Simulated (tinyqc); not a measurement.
# Resistance of a source-drain extension with a graded tip: two studies

y runs along the channel, the gate covers y > 0. The doping is N0 for y < y0 and N0 10^(-(y - y0)/la) beyond, uniform over the depth xj. Sheet conductance s(y) = q mu(N) max(N - Nch, 0) xj + (for y > 0) ma Cox Vo, with mu(N) = u0 + (u1 - u0)/(1 + (N/Nr)^au) and Cox = eps0 eox/tox. Current is taken as one-dimensional; depletion of the tip, spreading and the contact are left out. The metallurgical junction lies at yj, where N = Nch.

Parameters, values chosen for the exercise; mobility law close to that of holes in silicon:

| symbol | value | unit | meaning |
|---|---|---|---|
| eox | 3.9 |  | relative permittivity of the gate insulator (close to silicon dioxide) |
| tox | 2.1 | nm | insulator thickness |
| N0 | 5.6e19 | cm^-3 | active doping of the extension far from the gate |
| la | 6.2 | nm/decade | lateral abruptness |
| y0 | 0.2 | nm | position under the gate where the fall begins (gate edge at 0) |
| xj | 8 | nm | depth of the extension |
| Nch | 2.5e18 | cm^-3 | channel doping |
| Ls | 14 | nm | spacer length |
| Vo | 0.55 | V | gate overdrive |
| ma | 44 | cm^2/(V s) | mobility of the gate-induced layer |
| u1 | 470.5 | cm^2/(V s) | mobility at low doping |
| u0 | 44.9 | cm^2/(V s) | mobility at high doping |
| Nr | 2.23e17 | cm^-3 | reference doping |
| au | 0.719 |  | exponent |
| Lg | 50 | nm | gate length |

Constants: q = 1.602176634e-19 C, eps0 = 8.8541878128e-14 F/cm where lengths are in cm. Results are converted to the units shown.

Each table varies one quantity; the others keep the values above.

## Abruptness at a fixed junction position

R_spacer = integral of dy/s from -Ls to 0, R_ov from 0 to yj, R_channel = (Lg - 2 yj)/(ma Cox Vo), R_total = 2 R_spacer + 2 R_ov + R_channel. Electrical length L_eff = ma Cox dR_total/d(1/Vo); R_series = R_total - L_eff/(ma Cox Vo). y0 is moved with la so that yj stays at 8.5715 nm.

The same in every row: yj (nm) = 8.572; R_channel (ohm um) = 825.7.

Abruptness at a fixed junction position:

| la (nm/decade) | R_spacer (ohm um) | R_ov (ohm um) | R_total (ohm um) | L_eff (nm) | R_series (ohm um) |
|---|---|---|---|---|---|
| 1 | 38.70 | 31.32 | 965.7 | 33.57 | 122.0 |
| 2.3 | 38.70 | 44.28 | 991.7 | 34.29 | 130.0 |
| 3.6 | 38.70 | 57.25 | 1018 | 35.00 | 138.0 |
| 4.9 | 38.70 | 70.22 | 1044 | 35.72 | 146.0 |
| 6.1 | 38.70 | 82.18 | 1067 | 36.38 | 153.3 |
| 7.4 | 39.64 | 94.41 | 1094 | 37.08 | 162.0 |
| 8.7 | 43.29 | 104.6 | 1122 | 37.73 | 173.3 |
| 10 | 49.46 | 113.2 | 1151 | 38.34 | 187.6 |

As la goes from 1 to 10 nm/decade, R_total rises from 966 to 1150 ohm um, R_spacer rises from 38.7 to 49.5 ohm um and R_ov rises from 31.3 to 113 ohm um. R_total changes on average by 20.6 ohm um for each nm/decade. L_eff exceeds the metallurgical length by 0.718 nm in the first row and 5.48 nm in the last, since the gate also controls the lightly doped tips.

## Effect of the active doping of the extension far from the gate

Same model as above.

Result of one run:

| N0 (cm^-3) | yj (nm) | R_spacer (ohm um) | R_ov (ohm um) | R_channel (ohm um) | R_total (ohm um) | L_eff (nm) | R_series (ohm um) |
|---|---|---|---|---|---|---|---|
| 2.6e20 | 12.71 | 8.923 | 88.44 | 617.9 | 812.6 | 28.19 | 104.3 |

What becomes of these results when the active doping of the extension far from the gate N0 is changed from 2.6e20 to 2e19 cm^-3, all else the same?

Result of the changed run:

| N0 (cm^-3) | yj (nm) | R_spacer (ohm um) | R_ov (ohm um) | R_channel (ohm um) | R_total (ohm um) | L_eff (nm) | R_series (ohm um) |
|---|---|---|---|---|---|---|---|
| 2e19 | 5.799 | 102.2 | 73.02 | 965.0 | 1316 | 41.85 | 263.8 |

The whole series:

| N0 (cm^-3) | yj (nm) | R_spacer (ohm um) | R_ov (ohm um) | R_channel (ohm um) | R_total (ohm um) | L_eff (nm) | R_series (ohm um) |
|---|---|---|---|---|---|---|---|
| 2e19 | 5.799 | 102.2 | 73.02 | 965.0 | 1316 | 41.85 | 263.8 |
| 3.1e19 | 6.979 | 67.46 | 78.37 | 905.7 | 1197 | 39.57 | 203.0 |
| 4.7e19 | 8.100 | 45.63 | 81.99 | 849.4 | 1105 | 37.37 | 165.7 |
| 7.2e19 | 9.248 | 30.53 | 84.60 | 791.7 | 1022 | 35.09 | 140.2 |
| 1.1e20 | 10.39 | 20.41 | 86.39 | 734.3 | 947.9 | 32.81 | 123.3 |
| 1.7e20 | 11.56 | 13.45 | 87.63 | 675.4 | 877.6 | 30.47 | 111.8 |
| 2.6e20 | 12.71 | 8.923 | 88.44 | 617.9 | 812.6 | 28.19 | 104.3 |
| 4e20 | 13.87 | 5.867 | 88.99 | 559.6 | 749.3 | 25.87 | 99.27 |

As N0 goes from 2e19 to 4e20, R_total falls from 1320 to 749 ohm um, L_eff falls from 41.9 to 25.9 nm and R_series falls from 264 to 99.3 ohm um.

Numbers from tinyqc (`OMP_NUM_THREADS=1 python tinyqc.py 2282153 2282154 out.jsonl`; about 0.03 s on one thread of a shared Intel Xeon 2.30GHz).
